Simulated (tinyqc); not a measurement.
What each parameter does: WKB tunnelling through a gate dielectric with a two-band (Franz) dispersion.

At depth x the conduction edge lies u(x) = phi - V x/t above the electron. Parabolic: kappa = sqrt(m u/c). Franz: kappa = sqrt(m u (1 - u/Eg)/c), which vanishes at both band edges. c = hbar^2/2m0. T = exp(-2 integral of kappa dx) over the region u > 0; no image force, no prefactor, zero transverse momentum. The region ends at x_e = min(t, phi t/V); x_e < t is the Fowler-Nordheim regime.

Constants: hbar^2/2m0 = 3.80998211 eV angstrom^2.

Inputs chosen for the exercise (of the size used for HfO2 on silicon; the results hold for these values, not for the real material):
```
symbol  value  unit      meaning
Eg      5.61   eV        gap of the dielectric
phi     1.56   eV        barrier above the electron energy at the emitter
m       0.22   m0        mass at the conduction edge
t       33     angstrom  thickness
V       0.6    V         voltage across the layer
```

Exponents 2 I in closed form.

One parameter was then changed.

Results before and after:
```
case     2 I parabolic  2 I Franz  log10 T Franz
base            17.760     15.614         -6.781
changed         18.627     16.376         -7.112
```

Which of these changes was made? (a) m = 0.242 m0; (b) Eg = 6.171 eV; (c) V = 0.54 V; (d) t = 29.7 angstrom; (e) phi = 1.404 eV.

Answer: (a) m = 0.242 m0. Of the candidates, run in turn, only this one gives the changed row.

All candidates:
```
case               2 I parabolic  2 I Franz  log10 T Franz
base                      17.760     15.614         -6.781
Eg = 6.171 eV             17.760     15.822         -6.871
phi = 1.404 eV            16.612     14.863         -6.455
m = 0.242 m0              18.627     16.376         -7.112
t = 29.7 angstrom         15.984     14.053         -6.103
V = 0.54 V                17.980     15.758         -6.844
```

The exponent is linear in t and goes as sqrt(m); Eg enters the two-band form alone.

tinyqc: `OMP_NUM_THREADS=1 python tinyqc.py 1482454 1482455 out.jsonl`; about 0.01 s, one thread, shared Intel(R) Xeon(R) Processor @ 2.30GHz.
